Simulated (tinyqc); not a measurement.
Worked calculation: coupled-perturbed Hartree-Fock on RHF in the sto-6g basis, for H4, spin multiplicity 1. Computed by tinyqc, a small Python program that keeps every step (integrals from PySCF). Settings: charge = 0, multiplicity = 1, basis = sto-6g, method = RHF, energy threshold = 1e-10, iteration cap = 87, orthogonalisation = symmetric, start = core, DIIS depth = 6. Command: `OMP_NUM_THREADS=1 python tinyqc.py 23708 23709 out.jsonl` (the two numbers bound the seeds that draw the settings). One thread of a shared host (Intel(R) Xeon(R) Processor @ 2.60GHz), about 0.1 s of CPU time with the checks. Later iterations appear only in the table of the cycle.

## One-electron integrals

Geometry (angstrom):
```
atom       x       y       z
H     0.0000  0.0000  0.0000
H     0.0000  0.0000  1.0230
H     0.0000  1.8040  0.0000
H     0.0000  1.8040  1.0230
```

Basis sto-6g: exponents (1/bohr^2) and contraction coefficients of normalised primitives:
```
element  l (shell)  exponent  coefficient
H            s (1)   35.5232       0.0092
H            s (1)    6.5131       0.0494
H            s (1)    1.8221       0.1685
H            s (1)    0.6260       0.3706
H            s (1)    0.2431       0.4165
H            s (1)    0.1001       0.1303
```

Overlap, kinetic and nuclear-attraction integrals over the contracted functions; the nuclear repulsion is the sum of Za Zb / Rab.

nuclear repulsion = 2.131558 hartree

overlap S, order 1H 1s, 2H 1s, 3H 1s, 4H 1s:
$$\begin{pmatrix}
1.0000 & 0.4833 & 0.1632 & 0.1065 \\
0.4833 & 1.0000 & 0.1065 & 0.1632 \\
0.1632 & 0.1065 & 1.0000 & 0.4833 \\
0.1065 & 0.1632 & 0.4833 & 1.0000
\end{pmatrix}$$

kinetic energy T (hartree), order 1H 1s, 2H 1s, 3H 1s, 4H 1s:
$$\begin{pmatrix}
0.7685 & 0.1037 & -0.0082 & -0.0120 \\
0.1037 & 0.7685 & -0.0120 & -0.0082 \\
-0.0082 & -0.0120 & 0.7685 & 0.1037 \\
-0.0120 & -0.0082 & 0.1037 & 0.7685
\end{pmatrix}$$

nuclear attraction V (hartree), order 1H 1s, 2H 1s, 3H 1s, 4H 1s:
$$\begin{pmatrix}
-2.2904 & -1.0373 & -0.3139 & -0.2101 \\
-1.0373 & -2.2904 & -0.2101 & -0.3139 \\
-0.3139 & -0.2101 & -2.2904 & -1.0373 \\
-0.2101 & -0.3139 & -1.0373 & -2.2904
\end{pmatrix}$$

core Hamiltonian H = T + V (hartree), order 1H 1s, 2H 1s, 3H 1s, 4H 1s:
$$\begin{pmatrix}
-1.5219 & -0.9337 & -0.3220 & -0.2221 \\
-0.9337 & -1.5219 & -0.2221 & -0.3220 \\
-0.3220 & -0.2221 & -1.5219 & -0.9337 \\
-0.2221 & -0.3220 & -0.9337 & -1.5219
\end{pmatrix}$$

## Two-electron integrals

Functions are numbered as in S; the eight-fold symmetry (ij|kl) = (ji|kl) = (kl|ij) leaves the list below.

Two-electron integrals (ij|kl) in chemists' order, unique and non-zero (hartree):
```
(11|11) 0.7750   (21|11) 0.2990   (21|21) 0.1487   (22|11) 0.4706
(22|21) 0.2990   (22|22) 0.7750   (31|11) 0.0801   (31|21) 0.0343
(31|22) 0.0599   (31|31) 0.0141   (32|11) 0.0453   (32|21) 0.0233
(32|22) 0.0485   (32|31) 0.0083   (32|32) 0.0057   (33|11) 0.2913
(33|21) 0.1346   (33|22) 0.2545   (33|31) 0.0801   (33|32) 0.0485
(33|33) 0.7750   (41|11) 0.0485   (41|21) 0.0233   (41|22) 0.0453
(41|31) 0.0083   (41|32) 0.0056   (41|33) 0.0453   (41|41) 0.0057
(42|11) 0.0599   (42|21) 0.0343   (42|22) 0.0801   (42|31) 0.0106
(42|32) 0.0083   (42|33) 0.0599   (42|41) 0.0083   (42|42) 0.0141
(43|11) 0.1346   (43|21) 0.0667   (43|22) 0.1346   (43|31) 0.0343
(43|32) 0.0233   (43|33) 0.2990   (43|41) 0.0233   (43|42) 0.0343
(43|43) 0.1487   (44|11) 0.2545   (44|21) 0.1346   (44|22) 0.2913
(44|31) 0.0599   (44|32) 0.0453   (44|33) 0.4706   (44|41) 0.0485
(44|42) 0.0801   (44|43) 0.2990   (44|44) 0.7750
```

## Orthogonalisation

S = U s U^T; symmetric (Loewdin) form X = U s^(-1/2) U^T, so that X^T S X = 1.

eigenvalues of S: [0.4599, 0.5734, 1.2137, 1.7530]

X, order 1H 1s, 2H 1s, 3H 1s, 4H 1s:
$$\begin{pmatrix}
1.1145 & -0.2830 & -0.0766 & 0.0004 \\
-0.2830 & 1.1145 & 0.0004 & -0.0766 \\
-0.0766 & 0.0004 & 1.1145 & -0.2830 \\
0.0004 & -0.0766 & -0.2830 & 1.1145
\end{pmatrix}$$

## Starting guess

The start is the orbitals of the core Hamiltonian; D = 2 C_occ C_occ^T.

D at the start, order 1H 1s, 2H 1s, 3H 1s, 4H 1s:
$$\begin{pmatrix}
0.6972 & 0.6972 & -0.1267 & -0.1267 \\
0.6972 & 0.6972 & -0.1267 & -0.1267 \\
-0.1267 & -0.1267 & 0.6972 & 0.6972 \\
-0.1267 & -0.1267 & 0.6972 & 0.6972
\end{pmatrix}$$

## Iteration 1: building the Fock matrix

J_ij = sum D_kl (ij|kl), K_ij = sum D_kl (ik|jl); F = H + J - 0.5 K; E = tr D H + tr D J / 2 - 0.25 tr D K + E_nn.

Coulomb J (hartree), order 1H 1s, 2H 1s, 3H 1s, 4H 1s:
$$\begin{pmatrix}
1.7944 & 0.8758 & 0.2804 & 0.1887 \\
0.8758 & 1.7944 & 0.1887 & 0.2804 \\
0.2804 & 0.1887 & 1.7944 & 0.8758 \\
0.1887 & 0.2804 & 0.8758 & 1.7944
\end{pmatrix}$$

exchange K (hartree), order 1H 1s, 2H 1s, 3H 1s, 4H 1s:
$$\begin{pmatrix}
1.0390 & 0.8303 & 0.1710 & 0.1525 \\
0.8303 & 1.0390 & 0.1525 & 0.1710 \\
0.1710 & 0.1525 & 1.0390 & 0.8303 \\
0.1525 & 0.1710 & 0.8303 & 1.0390
\end{pmatrix}$$

Fock matrix F (hartree), order 1H 1s, 2H 1s, 3H 1s, 4H 1s:
$$\begin{pmatrix}
-0.2470 & -0.4730 & -0.1272 & -0.1096 \\
-0.4730 & -0.2470 & -0.1096 & -0.1272 \\
-0.1272 & -0.1096 & -0.2470 & -0.4730 \\
-0.1096 & -0.1272 & -0.4730 & -0.2470
\end{pmatrix}$$

total energy of this density = -2.098535 hartree

## Iteration 1: diagonalisation and new density

Diagonalise F' = X^T F X, C = X C', fill 2 alpha and 2 beta electrons from the bottom; D = 2 C_occ C_occ^T. Each column has its largest component positive (the first on a tie).

F' = X^T F X (hartree):
$$\begin{pmatrix}
-0.0127 & -0.4593 & -0.0784 & 0.0046 \\
-0.4593 & -0.0127 & 0.0046 & -0.0784 \\
-0.0784 & 0.0046 & -0.0127 & -0.4593 \\
0.0046 & -0.0784 & -0.4593 & -0.0127
\end{pmatrix}$$

orbital energies (hartree): MO1 -0.5458, MO2 -0.3982, MO3 0.3635, MO4 0.5295

coefficients C, order 1H 1s, 2H 1s, 3H 1s, 4H 1s:
$$\begin{pmatrix}
0.3776 & 0.4539 & 0.6603 & 0.7373 \\
0.3776 & 0.4539 & -0.6603 & -0.7373 \\
0.3776 & -0.4539 & 0.6603 & -0.7373 \\
0.3776 & -0.4539 & -0.6603 & 0.7373
\end{pmatrix}$$

D after iteration 1, order 1H 1s, 2H 1s, 3H 1s, 4H 1s:
$$\begin{pmatrix}
0.6972 & 0.6972 & -0.1267 & -0.1267 \\
0.6972 & 0.6972 & -0.1267 & -0.1267 \\
-0.1267 & -0.1267 & 0.6972 & 0.6972 \\
-0.1267 & -0.1267 & 0.6972 & 0.6972
\end{pmatrix}$$

## Iteration 2 (converged): orbitals

converged F (hartree), order 1H 1s, 2H 1s, 3H 1s, 4H 1s:
$$\begin{pmatrix}
-0.2470 & -0.4730 & -0.1272 & -0.1096 \\
-0.4730 & -0.2470 & -0.1096 & -0.1272 \\
-0.1272 & -0.1096 & -0.2470 & -0.4730 \\
-0.1096 & -0.1272 & -0.4730 & -0.2470
\end{pmatrix}$$

As before.

F' = X^T F X (hartree):
$$\begin{pmatrix}
-0.0127 & -0.4593 & -0.0784 & 0.0046 \\
-0.4593 & -0.0127 & 0.0046 & -0.0784 \\
-0.0784 & 0.0046 & -0.0127 & -0.4593 \\
0.0046 & -0.0784 & -0.4593 & -0.0127
\end{pmatrix}$$

orbital energies (hartree): MO1 -0.5458, MO2 -0.3982, MO3 0.3635, MO4 0.5295

coefficients C, order 1H 1s, 2H 1s, 3H 1s, 4H 1s:
$$\begin{pmatrix}
0.3776 & 0.4539 & 0.6603 & 0.7373 \\
0.3776 & 0.4539 & -0.6603 & -0.7373 \\
0.3776 & -0.4539 & 0.6603 & -0.7373 \\
0.3776 & -0.4539 & -0.6603 & 0.7373
\end{pmatrix}$$

D after iteration 2, order 1H 1s, 2H 1s, 3H 1s, 4H 1s:
$$\begin{pmatrix}
0.6972 & 0.6972 & -0.1267 & -0.1267 \\
0.6972 & 0.6972 & -0.1267 & -0.1267 \\
-0.1267 & -0.1267 & 0.6972 & 0.6972 \\
-0.1267 & -0.1267 & 0.6972 & 0.6972
\end{pmatrix}$$

## Convergence

Stop when the energy changes by less than 1e-10 hartree and every element of the error matrix X^T (F D S - S D F) X is below 3e-06.

Course of the cycle:
```
iteration  E (hartree)     change  largest element of the error matrix
1            -2.098535          -                             4.74e-15
2            -2.098535  -8.88e-16                             7.19e-16
```

PySCF RHF in the same basis = -2.098535 hartree

Converged in 2 iterations.

## Populations, bond orders and dipole

Mulliken: Z minus the diagonal of D S on the atom; Loewdin: the same with S^(1/2) D S^(1/2); Mayer order: 2 sum_s sum (D(s) S)_ij (D(s) S)_ji over the two atoms.

Charges (e):
```
atom  Mulliken  Loewdin
1H           0        0
2H           0        0
3H           0        0
4H           0        0
```

Mayer bond orders:
```
pair   order
2-1   1.0000
3-1        0
3-2        0
4-1        0
4-2        0
4-3   1.0000
```

dipole moment about the origin, x y z (debye): [0.0000, 0.0000, 0.0000]

## Integrals over molecular orbitals

(pq|rs) = sum C_ip C_jq C_kr C_ls (ij|kl), one index at a time.

one-electron integrals over orbitals h = C^T H C (hartree):
$$\begin{pmatrix}
-1.7112 & 0.0000 & 0.0000 & 0.0000 \\
0.0000 & -1.5749 & 0.0000 & 0.0000 \\
0.0000 & 0.0000 & -1.1999 & 0.0000 \\
0.0000 & 0.0000 & 0.0000 & -1.0617
\end{pmatrix}$$

Two-electron integrals over orbitals (pq|rs), unique and non-zero (hartree):
```
(11|11) 0.4467   (21|21) 0.1787   (22|11) 0.4487   (22|22) 0.4581
(31|31) 0.1067   (32|32) 0.0915   (33|11) 0.4380   (33|22) 0.4428
(33|33) 0.4484   (41|32) 0.0892   (41|41) 0.0870   (42|31) 0.1116
(42|42) 0.1197   (43|21) 0.1789   (43|43) 0.1955   (44|11) 0.4448
(44|22) 0.4542   (44|33) 0.4568   (44|44) 0.4688
```

## Response to a field: uncoupled start

dipole integrals <a|z|i> (bohr), order a3, a4:
$$\begin{pmatrix}
-1.1214 & 0.0000 \\
0.0000 & -1.0826
\end{pmatrix}$$

Field along z; U_ai = -mu_ai / (e_a - e_i), alpha = -4 sum U_ai mu_ai.

uncoupled U, order a3, a4:
$$\begin{pmatrix}
1.2332 & 0.0000 \\
0.0000 & 1.1670
\end{pmatrix}$$

uncoupled polarisability = 10.5854 bohr^3

## Coupled step 1

U_ai = -(mu_ai + sum_bj [4 (ai|bj) - (ab|ij) - (aj|bi)] U_bj) / (e_a - e_i); alpha = -4 sum U_ai mu_ai.

U after step 1, order a3, a4:
$$\begin{pmatrix}
1.1645 & 0.0000 \\
0.0000 & 1.0498
\end{pmatrix}$$

polarisability = 9.7700 bohr^3

## Coupled step 2

As before.

U after step 2, order a3, a4:
$$\begin{pmatrix}
1.1786 & 0.0000 \\
0.0000 & 1.0510
\end{pmatrix}$$

polarisability = 9.8381 bohr^3

## Coupled polarisability

Repeat until U stops changing; compare with -d2E/dF2.

Course of the coupled iterations:
```
step  alpha (bohr^3)
0            10.5854
1             9.7700
2             9.8381
3             9.8340
4             9.8348
5             9.8348
6             9.8349
7             9.8349
8             9.8349
9             9.8349
10            9.8349
11            9.8349
12            9.8349
13            9.8349
14            9.8349
```

coupled polarisability = 9.8349 bohr^3

finite-field check, fields of +/-0.001 au = 9.8349 bohr^3
